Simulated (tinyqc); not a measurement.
## Mobility and doping from two currents

Inverse problem. A trap-free film with injecting contacts is fitted, with diffusion neglected, by J = q mu N V/Lf + (9/8) eps0 eps_r mu V^2/Lf^3. Find mu, N and the voltage at which both terms are equal.

Parameters, values chosen for the exercise: relative permittivity eps_r = 11.9; film thickness Lf = 1200 nm.

Constants: q = 1.602176634e-19 C, eps0 = 8.8541878128e-14 F/cm where lengths are in cm. Results are converted to the units shown.

J at 3.9 and 15 V (A/cm^2): 0.27616933  2.2043281

Answer. J/V is a straight line in V: the slope gives mu and the intercept mu N.

mu = 0.0100 cm^2/(V s)
N = 3.30e15 cm^-3
crossover voltage = 6.42 V

Computed by the program tinyqc: `OMP_NUM_THREADS=1 python tinyqc.py 2730116 2730117 out.jsonl`, one thread of a shared Intel Xeon 2.30GHz, about 3 s for the whole run.
